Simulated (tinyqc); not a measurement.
# Worked calculation: FinFET, parasitic resistance, capacitance and delay

Computed by the program tinyqc: `OMP_NUM_THREADS=1 python tinyqc.py 2170104 2170105 out.jsonl`, one thread of a shared Intel Xeon 2.30GHz, about 0.03 s for the whole run. Printed values are rounded.

Nf fins under one contact; each has gated perimeter p = 2 Hf + Wf and cross-section A = Hf Wf; contact width Wc = Nf pf, stack height Hs = Hf. Contact length Lc = CPP - Lg - 2 Lsp, shared by two neighbouring gates. Source and drain sides are equal. The formulas are first-order estimates, not field solutions.

Values chosen for this exercise; values close to those of silicon logic devices:
- T = 300 K (temperature)
- Nf = 3 (number of fins)
- Hf = 50 nm (fin height)
- Wf = 7 nm (fin width)
- pf = 34 nm (fin pitch)
- CPP = 45 nm (contacted gate pitch)
- Lg = 18 nm (gate length)
- Lsp = 8 nm (spacer length)
- ks = 4 (relative permittivity of the spacer)
- Hc = 15 nm (gate height above the channel stack)
- rc = 8.8e-10 ohm cm^2 (contact resistivity)
- re = 0.0003 ohm cm (resistivity of the source-drain epitaxy)
- te = 15 nm (current-carrying depth of the epitaxy)
- rx = 0.0018 ohm cm (resistivity of the extension)
- Lov = 1.5 nm (gate overlap)
- Cinv = 2.9 uF/cm^2 (inversion capacitance)
- vx = 9.6e6 cm/s (injection velocity)
- mu = 250 cm^2/(V s) (apparent mobility)
- VT = 0.27 V (threshold at zero drain voltage)
- dl = 0.04 V/V (barrier lowering)
- n = 1.14 (subthreshold factor)
- Cw = 0.19 fF (wire load)
- Vdd = 0.6 V (supply voltage)

Constants: q = 1.602176634e-19 C, kB = 1.380649e-23 J/K, eps0 = 8.8541878128e-12 F/m, Vt = kB T/q. Results are converted to the units shown.

## Geometry and resistances

Epitaxy sheet resistance Rsh = re/te, transfer length LT = sqrt(rc/Rsh), contact Rc = [sqrt(rc Rsh)/Wc] coth(Lc/(2 LT)); extension of one fin Rx = rx Lsp/A. Effective width N p; for equal currents one side has Rc + Rx/N.

Lc = 11 nm
effective width = 321 nm
Rsh = 200 ohm
LT = 20.9762 nm
Rc = 160.441 ohm
Rx = 411.429 ohm
one side times effective width = 95.5245 ohm um

Lc/2 is 0.26 transfer lengths, and Rc is 2.3 % above the area limit rc/(Wc Lc/2). The contact makes up 53.9 % of one side.

## Capacitances

With N fins: gate Cg = Cinv p N Lg; per side, plate Cp = ks eps0 [Wc (Hs + Hc) - N A]/Lsp, top fringe Cf = (2/pi) ks eps0 Wc ln(1 + Lg/(2 Lsp)), overlap Co = Cinv p N Lov. Cs = Cp + Cf + Co. An inverter of two such devices driving an equal one has the load CL = 2 (Cg + 2 Cs) + 4 Cs + Cw (its own drains counted twice for the Miller effect).

Cg = 167.562 aF
Cp = 24.7032 aF
Cf = 1.73352 aF
Co = 13.9635 aF
CL = 848.326 aF

The channel capacitance gives 39.5 % of CL, the parasitic parts 38.1 % and the wire 22.4 %.

## Iteration 1: fin currents at Vgs = Vdd, Vds = Vdd/2

I at the start (uA): fin 1 0, fin 2 0, fin 3 0

One fin: I = p Q vx u/(1 + |u|^1.8)^(1/1.8), Q = Cinv n Vt ln(1 + exp((Vg' - VT + dl Vd')/(n Vt))), u = Vd' mu/(vx Lg), Vg' = Vgs - v, Vd' = Vds - 2 v, with the drop on each side v = Rc (sum of I) + Rx I. I(new) = I(out).

drop v (mV): fin 1 0, fin 2 0, fin 3 0
I(out) (uA): fin 1 98.0585, fin 2 98.0585, fin 3 98.0585
I after iteration 1 (uA): fin 1 98.0585, fin 2 98.0585, fin 3 98.0585

## Iteration 2: fin currents at Vgs = Vdd, Vds = Vdd/2

As before.

drop v (mV): fin 1 87.5419, fin 2 87.5419, fin 3 87.5419
I(out) (uA): fin 1 62.5333, fin 2 62.5333, fin 3 62.5333
I after iteration 2 (uA): fin 1 62.5333, fin 2 62.5333, fin 3 62.5333

## Course of the iteration: fin currents at Vgs = Vdd, Vds = Vdd/2

Stop when the largest change of I is below 1e-6 uA, or after 80 iterations.

Course of the iteration:
```
iteration  total I (uA)  largest |change| of one entry (uA)
1               294.175                                98.1
2               187.600                                35.5
3               231.321                                14.6
4               214.661                                5.55
5               221.165                                2.17
6               218.652                               0.838
7               219.627                               0.325
8               219.249                               0.126
9               219.396                              0.0488
...                 ...                                 ...
13              219.356                             1.10e-3
14              219.354                             4.27e-4
15              219.355                             1.65e-4
16              219.355                             6.41e-5
17              219.355                             2.48e-5
18              219.355                             9.63e-6
19              219.355                             3.73e-6
20              219.355                             1.45e-6
21              219.355                             5.60e-7
```

Converged in 21 iterations. At the end each change is about 0.39 times the one before: linear convergence.

## Effective current, delay and energy

IH = I(Vdd, Vdd/2) = 219.355 uA
IL = I(Vdd/2, Vdd), solved likewise = 41.6965 uA

Ieff = (IH + IL)/2, delay CL Vdd/(2 Ieff), energy CL Vdd^2, with CL the load of an inverter that drives an equal one.

Ieff = 130.526 uA
delay = 1.94979 ps
energy = 305.397 aJ

Without any series resistance Ieff would be 173 uA, so the resistances cost 24.5 %.
